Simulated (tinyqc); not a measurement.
Binding against mu: shallow acceptor in the spherical model (Baldereschi-Lipari), strong spin-orbit limit. Computed by tinyqc, a small Python program. Command: `OMP_NUM_THREADS=1 python tinyqc.py 3028430 3028431 out.jsonl acceptor walk`. One thread of a shared host (Intel(R) Xeon(R) Processor @ 2.30GHz), about 0.01 s of CPU time with the checks.

The 1S(3/2) state has an s envelope f(r) and a d envelope g(r). In effective units they obey -(f'' + 2f'/r + 2f/r) + mu (g'' + 5g'/r + 3g/r^2) = E f and -(g'' + 2g'/r - 6g/r^2 + 2g/r) + mu (f'' - f'/r) = E g. The cubic term, the split-off band and the central cell are left out.

Inputs (values chosen for the exercise, modelled on silicon):

| quantity | value | unit |
|---|---|---|
| Luttinger gamma_1 | 4.24 | - |
| Luttinger gamma_2 | 0.342 | - |
| Luttinger gamma_3 | 1.45 | - |
| dielectric constant eps | 12 | - |

Constants: Ry = 13.605693123 eV; a_0 = 0.529177210903 angstrom.

Method:
- Ry* = Ry/(gamma_1 eps^2), a* = a_0 eps gamma_1, mu = (6 gamma_3 + 4 gamma_2)/(5 gamma_1), delta = (gamma_3 - gamma_2)/gamma_1; spherical masses 1/(gamma_1 (1 - mu)) (heavy) and 1/(gamma_1 (1 + mu)) (light).
- Basis: f_i = exp(-zeta_i r), g_i = r exp(-zeta_i r), weight r^2 dr, s = zeta_i + zeta_j. S_ff = 2/s^3, H_ff = zeta_i zeta_j S_ff - 2/s^2; S_gg = 24/s^5, H_gg = 8/s^3 + 24 zeta_i zeta_j/s^5 - 12/s^4; H(f_i, g_j) = mu (6 zeta_i^2/s^4 + 2 zeta_i/s^3); S_fg = 0. Each function is normalised by sqrt(S_ii).
- Large basis: zeta_i = 0.08 x 1.55^(i-1), i = 1..20 in each channel; overlap eigenvalues below 1e-11 are dropped.

mu = 0.474906

1S(3/2):

| mu | binding (Ry*) | d weight | binding x (1 - mu) |
|---|---|---|---|
| 0.10 | 1.0091 | 0.00424 | 0.90817 |
| 0.14 | 1.0180 | 0.00832 | 0.87544 |
| 0.28 | 1.0764 | 0.03356 | 0.77498 |
| 0.47 | 1.2540 | 0.09659 | 0.66464 |
| 0.50 | 1.2985 | 0.10979 | 0.64927 |
| 0.80 | 2.5802 | 0.29828 | 0.51604 |
| 0.90 | 4.7683 | 0.38818 | 0.47683 |
| 0.95 | 9.1447 | 0.44002 | 0.45723 |

What follows from these numbers?

The binding grows from 1.009 to 9.14 Ry*, slowly at first (second order in mu), while the d weight rises to 0.44. The last column, the binding in units of the heavy-hole Rydberg, falls to 0.457, towards about 0.44 as mu tends to 1. Caution: gamma_3 and gamma_2 differ by more than 0.17 gamma_1: band warping, left out here, adds several per cent to the binding.
